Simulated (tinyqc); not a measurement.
How far the series holds: five-level k.p model folded onto the conduction band.

For k along z and one spin sector the level c couples to four states. With c0 = hbar^2/2m0, P = sqrt(Ep c0), P2 = sqrt(Ep2 c0): diagonal Eg + (1 + Cm) c0 k^2 for c, and 0, -Dso, E7 + D2, E7 for lh, so, G8 up, G7 up (their own dispersion is left out); couplings of c: sqrt(2/3) P k to lh, sqrt(1/3) P k to so, sqrt(2/3) P2 k to G8 up, sqrt(1/3) P2 k to G7 up (phases chosen real).

Expanding E = H_cc + S(E) about Eg in powers of k^2, with s_n = sum_j H_cj^2/(Eg - H_jj)^n: order k^2: e2 = (1 + Cm) c0 k^2 + s1; order k^4: e4 = -s2 e2; order k^6: e6 = s3 e2^2 + s2^2 e2.

Constants: hbar^2/2m0 = 3.80998211 eV angstrom^2.

Parameters, chosen for this exercise (near those of GaSb; the results hold for these values, not for the real material):

| symbol | value | unit | meaning |
|---|---|---|---|
| Eg | 0.823 | eV | gap at Gamma to the s-like level |
| Dso | 0.748 | eV | spin-orbit splitting |
| Ep | 26.9 | eV | Kane energy |
| E7 | 3.16 | eV | upper Gamma7 conduction level, from the valence top |
| D2 | 0.33 | eV | its spin-orbit splitting, Gamma8 above Gamma7 |
| Ep2 | 4 | eV | Kane energy to the upper levels |
| Cm | -1.6 |  | remote term in 1/m |

Energies from Eg; Pk/Eg measures the coupling.

Levels (eV):

| k (1/angstrom) | Pk/Eg | to k^2 | to k^4 | to k^6 | exact |
|---|---|---|---|---|---|
| 0.0122 | 0.150 | 0.0144 | 0.0141 | 0.0141 | 0.0141 |
| 0.0279 | 0.343 | 0.0751 | 0.0683 | 0.0695 | 0.0693 |
| 0.0436 | 0.536 | 0.1834 | 0.1426 | 0.1600 | 0.1541 |
| 0.0592 | 0.728 | 0.3382 | 0.1994 | 0.3086 | 0.2561 |
| 0.0749 | 0.921 | 0.5413 | 0.1858 | 0.6338 | 0.3684 |
| 0.0906 | 1.114 | 0.7921 | 0.0309 | 1.4342 | 0.4855 |
| 0.1063 | 1.308 | 1.0904 | -0.3521 | 3.3087 | 0.6039 |
| 0.1219 | 1.499 | 1.4339 | -1.0607 | 7.2647 | 0.7209 |

Within 2 % of the exact level stay: the k^2 term up to Pk/Eg = 0.15, the sum to k^4 up to Pk/Eg = 0.34, the sum to k^6 up to Pk/Eg = 0.34. In the last row the errors are +713, -1782 and +6544 meV: higher orders make it worse, since the series in k^2 converges only for Pk below about Eg/2 in the two-level limit E = Eg/2 + sqrt(Eg^2/4 + P^2 k^2).

Program tinyqc; command `OMP_NUM_THREADS=1 python tinyqc.py 1051589 1051590 out.jsonl`; about 0.01 s on one thread of a shared Intel(R) Xeon(R) Processor @ 2.30GHz.
